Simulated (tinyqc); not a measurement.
Errors against cell size: correction of a charged-defect supercell by a model charge and potential alignment (plane-averaged potentials). Computed by tinyqc, a small Python program. Command: `OMP_NUM_THREADS=1 python tinyqc.py 3114076 3114077 out.jsonl align walk`. One thread of a shared host (Intel(R) Xeon(R) Processor @ 2.30GHz), about 0.01 s of CPU time with the checks.

The "true" defect charge is (1 - x) q in a Gaussian of width sigma plus x q in one of width sigma_t, so the exact answer is known; the correction sees only a single model Gaussian of width sigma_m. A Gaussian of width s has the transform rho(G) = exp(-G^2 s^2/2), normalised to 1. A uniform background cancels q, so G = 0 is left out. Potentials are those felt by a unit positive charge. E_0 is the formation energy of the isolated defect, E_cell its value in the supercell, E_lat = E_iso - E_per of the model charge, C the true less the model potential far from the defect; the exact correction is E_0 - E_cell, and the error of a scheme is E_cell plus its correction less E_0.

Inputs (values chosen for the exercise, with screening close to that of 4H-SiC):
```
quantity                               value      unit
defect charge q                           -1         e
dielectric constant eps                 9.42         -
edge of the cubic cell L                12.1  angstrom
width sigma of the true defect charge      1  angstrom
width sigma_m of the model charge       0.82  angstrom
share x of the charge in a wide tail     0.2         -
width sigma_t of the tail                1.6  angstrom
```

Constants: e^2/(4 pi eps_0) = 14.39964548 eV angstrom.

Method:
- Periodic energy E_per = (2 pi q^2/(eps L^3)) (e^2/(4 pi eps_0)) sum_(G != 0) rho(G)^2/G^2, G = (2 pi/L)(n1, n2, n3), |n_i| <= 16. Isolated energy: two Gaussians of charges q_a, q_b and widths a, b interact by q_a q_b (e^2/(4 pi eps_0 eps)) sqrt(2/pi)/sqrt(a^2 + b^2), and the self-energy is half the sum over pairs.
- Plane-averaged potential at distance z from the defect: V(z) = (4 pi q/(eps L^3)) (e^2/(4 pi eps_0 e)) sum_(m != 0) rho(G_m) cos(G_m z)/G_m^2, G_m = 2 pi m/L, |m| <= 40.
- Schemes: none; point-charge term alpha q^2 e^2/(4 pi eps_0 eps 2 L), alpha = 2.837297; E_lat of the model; E_lat - q C with C at z = L/2.

Error against E_0 (meV):
```
L (angstrom)     none  point charge  model charge  model and alignment
8.47          -235.30        20.733        10.105              0.21174
10.30         -199.01        11.532         5.622              0.01993
12.10         -172.11         7.113         3.468              0.00155
14.50         -145.42         4.133         2.015              0.00003
```

What does the comparison show, and why?

Between the last two rows the uncorrected error scales as L^-0.93 and the point-charge remainder as L^-3.00. With alignment the error is +0.2 meV in the smallest cell and 0.00 meV in the largest.

Extremes, crossings and ranges named in words are read from the listed rows.
